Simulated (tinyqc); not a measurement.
Inside a calculation. Method: Hueckel theory of the pi electrons, for the molecule c1ccc2[nH]ccc2c1 (SMILES; centres numbered as the heavy atoms are written). One step of it, computed by the program tinyqc.

Problem. Orbitals. Diagonalise; E = alpha + x beta with beta < 0, so the largest x are filled first; degenerate levels share their electrons. P = sum n_i c_ri c_si; each orbital has its largest coefficient positive (the first on a tie).

Hueckel matrix in units of beta (H = alpha + beta A):
```
          1C        2C        3C        4C        5N        6C        7C        8C
1C  0.000000  1.000000  0.000000  0.000000  0.000000  0.000000  0.000000  0.000000
2C  1.000000  0.000000  1.000000  0.000000  0.000000  0.000000  0.000000  0.000000
3C  0.000000  1.000000  0.000000  1.000000  0.000000  0.000000  0.000000  0.000000
4C  0.000000  0.000000  1.000000  0.000000  0.750000  0.000000  0.000000  1.000000
5N  0.000000  0.000000  0.000000  0.750000  1.480000  0.750000  0.000000  0.000000
6C  0.000000  0.000000  0.000000  0.000000  0.750000  0.000000  1.000000  0.000000
7C  0.000000  0.000000  0.000000  0.000000  0.000000  1.000000  0.000000  1.000000
8C  0.000000  0.000000  0.000000  1.000000  0.000000  0.000000  1.000000  0.000000
9C  1.000000  0.000000  0.000000  0.000000  0.000000  0.000000  0.000000  1.000000

          9C
1C  1.000000
2C  0.000000
3C  0.000000
4C  0.000000
5N  0.000000
6C  0.000000
7C  0.000000
8C  1.000000
9C  0.000000
```

pi electrons, sum of z_r less the charge = 10

Give: x values; occupations; coefficients; charge and bond-order matrix P.

Solution.

x values: 2.4342  1.7564  1.3246  0.8615  0.6056  -0.8149  -1.0894  -1.4505  -2.1476

occupations: 2.0000  2.0000  2.0000  2.0000  2.0000  0.0000  0.0000  0.0000  0.0000

coefficients:
```
       MO1      MO2      MO3      MO4      MO5      MO6      MO7      MO8
1C  0.1621  -0.4451  -0.1236   0.5219  -0.0304  -0.0624   0.5519   0.2706
2C  0.1690  -0.3909  -0.4069   0.1483   0.3746  -0.3938  -0.2252  -0.4358
3C  0.2494  -0.2415  -0.4153  -0.3941   0.2572   0.3833  -0.3065   0.3614
4C  0.4380  -0.0333  -0.1433  -0.4878  -0.2188   0.0815   0.5592  -0.0885
5N  0.5729   0.5658  -0.2935   0.3148  -0.2428  -0.1997  -0.2137   0.1336
6C  0.2909   0.2418   0.2041   0.2282   0.5019   0.5295   0.1730  -0.4336
7C  0.2785   0.0003   0.4905  -0.0395   0.4861  -0.2817  -0.0281   0.5287
8C  0.3870  -0.2413   0.4457  -0.2622  -0.2076  -0.3000  -0.1423  -0.3333
9C  0.2256  -0.3908   0.2431   0.3014  -0.3930   0.4447  -0.3760   0.0432

        MO9
1C   0.3245
2C  -0.3083
3C   0.3375
4C  -0.4166
5N   0.0627
6C   0.1133
7C  -0.2903
8C   0.5101
9C  -0.3886
```

charge and bond-order matrix P:
```
         1C       2C       3C       4C       5N       6C       7C       8C
1C   1.0259   0.6354  -0.0285  -0.2888   0.0980   0.0364  -0.1019  -0.0310
2C   0.6354   1.0185   0.6869  -0.0179  -0.0984   0.1869   0.0473  -0.2764
3C  -0.0285   0.6869   1.0291   0.6255  -0.1169  -0.0629   0.0125   0.0393
4C  -0.2888  -0.0179   0.6255   0.9986   0.3474  -0.2621  -0.0709   0.5740
5N   0.0980  -0.0984  -0.1169   0.3474   1.7853   0.3871  -0.2294  -0.1555
6C   0.0364   0.1869  -0.0629  -0.2621   0.3871   0.9776   0.8324  -0.0377
7C  -0.1019   0.0473   0.0125  -0.0709  -0.2294   0.8324   1.1120   0.4715
8C  -0.0310  -0.2764   0.0393   0.5740  -0.1555  -0.0377   0.4715   1.0370
9C   0.6994  -0.0210  -0.3404   0.0319   0.0541  -0.2154  -0.0419   0.5850

         9C
1C   0.6994
2C  -0.0210
3C  -0.3404
4C   0.0319
5N   0.0541
6C  -0.2154
7C  -0.0419
8C   0.5850
9C   1.0160
```
